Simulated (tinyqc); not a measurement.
Amplitude against the length of the filling pulse.

In DLTS the amplitude of the capacitance transient follows the share of traps filled by the pulse. In the neutral layer an empty trap fills as 1 - exp(-tp/tc), tc = 1/(sn vth(T) Nd), vth(T) = vth (T/300 K)^0.5; emission during the pulse and slow capture at the depletion edge are neglected.

Parameters, values chosen for the exercise:
- vth = 3.3e7 cm/s (thermal velocity at 300 K)
- Nd = 5.9e14 cm^-3 (shallow donor density)
- sn = 1e-16 cm^2 (capture cross-section)
- T = 201 K (temperature of the transient)

Result of one run:

| tp/tc | amplitude over its full value | ln(1 - that) |
|---|---|---|
| 5.897 | 0.9973 | -5.897 |

Which pulse length tp gave this result: 6e-8, 2.8e-7, 7.9e-7, 1.3e-6 or 3.7e-6 s?

tp = 3.7e-6 s.

The whole series:

| tp (s) | tp/tc | amplitude over its full value | ln(1 - that) |
|---|---|---|---|
| 3.6e-8 | 0.05737 | 0.05576 | -0.05737 |
| 6e-8 | 0.09562 | 0.09119 | -0.09562 |
| 1e-7 | 0.1594 | 0.1473 | -0.1594 |
| 1.7e-7 | 0.2709 | 0.2373 | -0.2709 |
| 2.8e-7 | 0.4462 | 0.3600 | -0.4462 |
| 4.7e-7 | 0.7490 | 0.5272 | -0.7490 |
| 7.9e-7 | 1.259 | 0.7161 | -1.259 |
| 1.3e-6 | 2.072 | 0.8740 | -2.072 |
| 2.2e-6 | 3.506 | 0.9700 | -3.506 |
| 3.7e-6 | 5.897 | 0.9973 | -5.897 |

The amplitude rises from 0.0558 to 0.997 of its full value. The last column is linear in tp with slope -1/tc, tc = 6.27e-7 s, which gives the cross-section from Nd and vth, independently of the Arrhenius intercept; 99 % filling needs 2.89e-6 s.

Numbers from tinyqc (`OMP_NUM_THREADS=1 python tinyqc.py 2050131 2050132 out.jsonl`; about 0.01 s on one thread of a shared Intel Xeon 2.30GHz).
